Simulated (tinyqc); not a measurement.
# On-chip interconnect, size-dependent resistivity and RC delay: two studies

A rectangular line between two neighbours and two ground planes. Surface and grain-boundary scattering are added to the bulk resistivity as corrections; capacitances are parallel-plate values without fringing; inductance is ignored.

Inputs (values chosen for the exercise); metal values close to those of copper:
```
symbol  value     unit                                                   meaning
rho0      1.7  uohm cm                                          bulk resistivity
lam      39.8       nm                                       bulk mean free path
ps          0                               specular share of surface scattering
Rg       0.31                         reflection coefficient of grain boundaries
gr          1                                    grain size over the metal width
wd         77       nm                                          drawn line width
AR        1.2                                    aspect ratio, height over width
tl          2       nm        liner on both walls and the bottom, not conducting
sp        150       nm                           space to the neighbouring lines
hd        180       nm           dielectric height to the planes above and below
ek        2.5                            relative permittivity of the dielectric
Mf          1                                    Miller factor of the neighbours
Lw        6.1       um                                               line length
Rd      14000      ohm                                         driver resistance
Cl      0.067       fF                                          load capacitance
rho2     5.24  uohm cm  bulk resistivity of the second metal (close to tungsten)
lam2     15.5       nm                        mean free path of the second metal
tl2       0.3       nm                                 liner of the second metal
```

Constants: eps0 = 8.8541878128e-12 F/m. Results are converted to the units shown.

Each table varies one quantity; the others keep the values above.

## Delay against the aspect ratio

Metal width x = wd - 2 tl, height y = AR wd - tl; grain boundaries (Mayadas-Shatzkes): al = (lam/(gr x)) Rg/(1 - Rg), g = 1/[1 - 3 al/2 + 3 al^2 - 3 al^3 ln(1 + 1/al)] - 1; surfaces (Fuchs-Sondheimer, thick limit): s = (3/8) lam (1 - ps)(1/x + 1/y); rho = rho0 (1 + g + s); r = rho/(x y); c = eps0 ek (2 wd/hd + 2 Mf AR wd/sp). Elmore delay tE = Rd (c Lw + Cl) + r Lw (c Lw/2 + Cl); t50 is the time at which the far end of a ladder of 30 pi sections (half capacitances at both ends, Cl at the far end, a step applied through Rd) reaches half the step; line share r Lw/(Rd + r Lw); estimate 0.69 Rd (c Lw + Cl) + 0.38 r c Lw^2 + 0.69 r Lw Cl.

Delay against the aspect ratio:
```
AR	rho (uohm cm)	r (ohm/um)	c (fF/um)	tE (ps)	t50 (ps)	estimate (ps)	line share of the resistance (%)
0.8	3.068	7.051	0.03712	4.116	2.854	2.840	0.3063
1.2	2.923	4.429	0.04621	4.890	3.390	3.374	0.1926
1.6	2.851	3.223	0.05530	5.665	3.927	3.909	0.1402
2	2.809	2.532	0.06439	6.441	4.465	4.444	0.1102
2.4	2.781	2.084	0.07348	7.217	5.003	4.980	0.09072
2.8	2.761	1.771	0.08257	7.993	5.541	5.515	0.07709
3.2	2.746	1.539	0.09166	8.769	6.079	6.051	0.06702
3.6	2.734	1.361	0.1008	9.545	6.617	6.586	0.05927
4	2.725	1.220	0.1098	10.32	7.155	7.122	0.05312
```

As AR goes from 0.8 to 4, r falls from 7.05 to 1.22 ohm/um, c rises from 0.0371 to 0.110 fF/um and t50 rises from 2.85 to 7.15 ps. t50/tE stays at 0.693, and the estimate is within 0.47 % of t50.

## Two metals against line width

Metal width x = wd - 2 tl, height y = AR wd - tl; grain boundaries (Mayadas-Shatzkes): al = (lam/(gr x)) Rg/(1 - Rg), g = 1/[1 - 3 al/2 + 3 al^2 - 3 al^3 ln(1 + 1/al)] - 1; surfaces (Fuchs-Sondheimer, thick limit): s = (3/8) lam (1 - ps)(1/x + 1/y); rho = rho0 (1 + g + s); r = rho/(x y). The second metal has rho2, lam2 and tl2 in place of rho0, lam and tl; ps, Rg, gr and AR are shared.

Two metals against line width:
```
wd (nm)	rho, first (uohm cm)	rho, second (uohm cm)	r, first (ohm/um)	r, second (ohm/um)	ratio second/first
6.5	32.541	22.955	22442	5187.5	0.23115
8	21.616	19.434	7110.4	2823.9	0.39715
10	15.318	16.469	2552.9	1497.5	0.58657
13	10.978	13.798	896.92	727.29	0.81087
17	8.2312	11.744	344.12	356.26	1.0353
22	6.4766	10.247	147.46	183.46	1.2441
30	5.0471	8.9027	57.094	84.821	1.4856
45	3.8494	7.6794	18.055	32.208	1.7839
70	3.0497	6.8089	5.6351	11.722	2.0801
120	2.4758	6.1565	1.5030	3.5882	2.3873
```

What does the table show?

The resistivity of the first metal falls from 32.5 to 2.48 uohm cm and that of the second goes from 23.0 to 6.16 uohm cm as the line widens. The products rho0 lam, which set the size effect, are 67.7 and 81.2 uohm cm nm. The two resistances cross at wd = 16.3 nm: below it the second metal gives the lower line resistance. For widths well under the mean free path the thick-limit surface term is only a guide.

tinyqc, about 0.01 s, one thread, Intel Xeon 2.30GHz (shared host): `OMP_NUM_THREADS=1 python tinyqc.py 2100043 2100044 out.jsonl`
